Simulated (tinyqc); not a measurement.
p-type polysilicon, carrier trapping at grain boundaries: one step of the calculation.

One-dimensional grains of size Lg, uniform ionised doping N, monovalent traps Qt at each boundary at a depth Et below (for electrons) or above (for holes) the band edge there, abrupt depletion of width W on each side of a boundary, Boltzmann statistics. xi is the distance from the band edge at the grain centre to the Fermi level. Trapped charge Qt/(1 + exp((xi + VB - Et)/Vt)) = 2 N W, barrier VB = q N W^2/(2 eps0 eps_r).

Problem. Resistivity and effective mobility. n0 = NB exp(-xi/Vt); mean density n0 (1 - 2 W/Lg) by charge balance in a partly depleted grain, and n0 (sqrt(pi)/2) erf(u)/u with u = sqrt(VB/Vt) in a fully depleted one; v = sqrt(kB T/(2 pi ms m0)); barrier resistivity Vt exp(VB/Vt)/(q fe n0 v Lg); grain resistivity (1 - 2 W/Lg)/(q n0 mug); effective mobility 1/(q mean density total resistivity).

Parameters, values chosen for the exercise; values of the order met in polycrystalline silicon:
```
symbol,value,unit,meaning
T,300,K,temperature
NB,2.65e19,cm^-3,valence-band density of states at T
Lg,17,nm,grain size
ms,0.5,m0,mass for thermionic emission
fe,0.25,,correction factor of the emission rate
mug,64,cm^2/(V s),mobility inside the grains
```

Constants: q = 1.602176634e-19 C, kB = 1.380649e-23 J/K, m0 = 9.1093837015e-31 kg, Vt = kB T/q. Results are converted to the units shown.

W = 1.3513306 nm
xi = 0.032978484 V
VB = 0.010449626 V

Wanted: n0; mean density; v; barrier resistivity; grain resistivity; resistivity; effective mobility.

Solution.

n0 = 7.4000e18 cm^-3
mean density = 6.2235e18 cm^-3
v = 3.8044e6 cm/s
barrier resistivity = 0.020203 ohm cm
grain resistivity = 0.011084 ohm cm
resistivity = 0.031287 ohm cm
effective mobility = 32.054 cm^2/(V s)

The resistivity is 2.37 times that of a single crystal with the same N and mobility mug, and the mean density is 84.1 % of N.

Computed by the program tinyqc: `OMP_NUM_THREADS=1 python tinyqc.py 2830115 2830116 out.jsonl`, one thread of a shared Intel Xeon 2.30GHz, about 0.01 s for the whole run.
